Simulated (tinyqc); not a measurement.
Inside a calculation: coherent potential approximation for a binary alloy with a semi-elliptic band. Values are carried at full precision from step to step, so a last printed digit may differ when a step is redone from the rounded ones.

Site levels eA = -x d (share 1 - x) and eB = (1 - x) d (share x), so that their mean, the virtual crystal, is 0. Pure band: G0(z) = 2 (z - sqrt(z - W) sqrt(z + W))/W^2 with principal roots, density -Im G/pi per site. The medium has a self-energy S(z), G = G0(z - S), z = E + i eta. t_i = (e_i - S)/(1 - (e_i - S) G); the CPA demands <t> = (1 - x) tA + x tB = 0. Iteration: start at S = 0, set S(new) = S + <t>/(1 + <t> G), stop when |<t>| < 1e-9 eV.

Constants: hbar = 6.58211957e-16 eV s.

Parameters, chosen for this exercise:
- W = 3.2 eV (half width of the pure band)
- x = 0.24 (fraction of B)
- d = 0.62 eV (eB - eA)
- eta = 0.064 eV (broadening)
- E = -0.35 eV (energy)

## First step: the average t-matrix

With S = 0 form G, tA, tB, <t> and the new S.

eA, eB (eV): -0.1488  0.4712

G = -0.06698-0.60888i 1/eV

tA, tB (eV): -0.1490-0.0136i  0.4240-0.1179i

<t> = -0.0115-0.0387i eV
S after one step = -0.0122-0.0394i eV

## The self-consistent medium

Iterate.

Iterations:

| i | S (eV) | G (1/eV) | \|<t>\| (eV) |
|---|---|---|---|
| 0 | 0.00000 | -0.06698-0.60888i | 0.0403 |
| 1 | -0.01218-0.03945i | -0.06384-0.60163i | 0.000496 |
| 2 | -0.01260-0.03971i | -0.06375-0.60159i | 5.97e-06 |
| 3 | -0.01261-0.03971i | -0.06375-0.60159i | 7.19e-08 |
| 4 | -0.01261-0.03971i | -0.06375-0.60159i | 8.66e-10 |

S = -0.01261-0.03971i eV
G = -0.06375-0.60159i 1/eV

Converged at i = 4. The first step gave -0.0122-0.0394i eV.

## Densities on A and B, and the lifetime

G_i = G/(1 - (e_i - S) G); densities -Im G_i/pi; their weighted sum must be -Im G/pi. Lifetime hbar/(2 |Im S|), which has a meaning only while |Im S| is small against W. Weak-scattering value of S: x (1 - x) d^2 G.

densities (1/eV): on A 0.1983, on B 0.1699, weighted sum 0.1915, medium 0.1915

lifetime = 8.29 fs
weak-scattering S = -0.0045-0.0422i eV

An A site carries the larger density here, by a factor 1.17; the weak-scattering value is 20 % from S.

## Checks

- Weighted sum of the partial densities against the density of the medium: both 0.19149.

Program tinyqc; command `OMP_NUM_THREADS=1 python tinyqc.py 1450549 1450550 out.jsonl`; about 0.01 s on one thread of a shared Intel(R) Xeon(R) Processor @ 2.30GHz.
